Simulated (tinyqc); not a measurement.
# Worked calculation: input admittance of a MOSFET at zero drain bias: distributed channel and distributed gate

Program tinyqc, `OMP_NUM_THREADS=1 python tinyqc.py 2262187 2262188 out.jsonl`; Intel Xeon 2.30GHz, shared host, one thread, about 0.01 s. Printed values are rounded.

Source and drain grounded, strong inversion, w = 2 pi f, Cox = eps0 eox/tox. The channel is an RC line of resistance 1/(mu Cox Vo) per square fed from both ends, so one finger has the intrinsic admittance y = i w Cox L tanh(g)/g per width, g = (1/2) sqrt(i w tau), tau = L^2/(mu Vo). The vertical resistance rv/L is in series with y, the overlaps 2 i w Cov in parallel: y_t = 1/(1/y + rv/L) + 2 i w Cov. The gate strip is a line of Rsh/L per length loaded by y_t, so a finger has Y = y_t Wf tanh(k)/k, k = (Wf/sd) sqrt(y_t Rsh/L); the device has Nf Y.

Inputs (values chosen for the exercise); values of the order met in silicon radio-frequency transistors:

| symbol | value | unit | meaning |
|---|---|---|---|
| eox | 3.9 |  | relative permittivity of the gate insulator (close to silicon dioxide) |
| tox | 3.7 | nm | insulator thickness |
| L | 1.1 | um | channel length |
| Wf | 9.4 | um | finger width |
| Nf | 4 |  | number of fingers |
| mu | 190 | cm^2/(V s) | channel mobility |
| Vo | 0.6 | V | gate overdrive |
| Rsh | 20 | ohm/square | sheet resistance of the gate |
| rv | 0 | ohm um^2 | vertical resistivity of the gate stack |
| sd | 2 |  | number of ends at which a finger is contacted |
| Cov | 0.22 | fF/um | overlap and fringe capacitance on each side |
| f | 7.9 | GHz | frequency |

Constants: eps0 = 8.8541878128e-14 F/cm where lengths are in cm. Results are converted to the units shown.

## Low-frequency resistances and capacitance

Low-frequency limits, with c = Cox L and ct = c + 2 Cov: R_strip = Rsh Wf/(3 sd^2 L Nf), R_ch = (c/ct)^2 L/(12 mu Cox Vo Wf Nf), R_vert = (c/ct)^2 rv/(L Wf Nf), C = ct Wf Nf.

parts (ohm): strip 3.56061, channel 21.0696, vertical 0
sum = 24.6302 ohm
C = 402.548 fF
1/(2 pi R C) = 16.0522 GHz

The channel term is the largest, 85.5 % of the sum.

## Admittance of the channel and stack per width

tau, g, c = Cox L, y and y_t as defined.

tau = 106.140 ps
g = 0.811519+0.811519i
c = 10.2661 fF/um
y = 174.820+417.810i uS/um
y_t = 174.820+439.651i uS/um

w tau = 5.27, and Im y is 0.820 of w c.

## Input impedance of the device

k and Y as defined; Z = 1/(Nf Y) = R + 1/(i w C); Q = |Im Z|/R; signal at the point farthest from a contact |1/cosh k|.

k = 0.360723+0.244758i
Nf Y = 7.3148+15.7273i mS
R = 24.3134 ohm
C = 385.386 fF
Q = 2.15006
signal at the far point = 0.963525

R is 1.3 % below its low-frequency limit and C is 4.3 % below its own.
